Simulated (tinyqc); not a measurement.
A ladder of methods, and size consistency: correlation methods against full CI in the 6-311g basis, for H2, spin multiplicity 1. Computed by the program tinyqc with PySCF. All electrons correlated; +Q is the Davidson correction (1 - c0^2) E_corr. The last columns treat two copies 100 angstrom apart as one system. FCI is the lowest singlet.

Geometry (angstrom):
```
atom,x,y,z
H,0.0000,0.0000,0.0000
H,0.0000,0.0000,0.8240
```

RHF energy of one = -1.122984 hartree

Correlation energies (hartree):
```
method,E_corr of one,share of FCI (%),E_corr of two at 100 angstrom,two minus twice one (mhartree)
MP2,-0.018637,68.1100,-0.037275,0.0000
CISD,-0.027364,100.0000,-0.053745,0.9824
CISD+Q,-0.027874,101.8665,-0.055635,0.1137
CCSD,-0.027364,100.0000,-0.054727,0.0000
CCSD(T),-0.027364,100.0000,-0.054727,0.0000
FCI,-0.027364,100.0000,-,-
```

What does the comparison show, and why?

MP2 recovers 68 %, CISD 100.0 % and CCSD 100.0 % of the FCI value (c0^2 = 0.981 in CISD). MP2 and coupled cluster are size consistent, so their last column vanishes; CISD loses 0.98 mhartree, since a double excitation on each copy is a quadruple of the pair, and the Davidson correction leaves +0.11. With two electrons, or one virtual orbital, CISD and CCSD are exact for one copy, so +Q overshoots there.
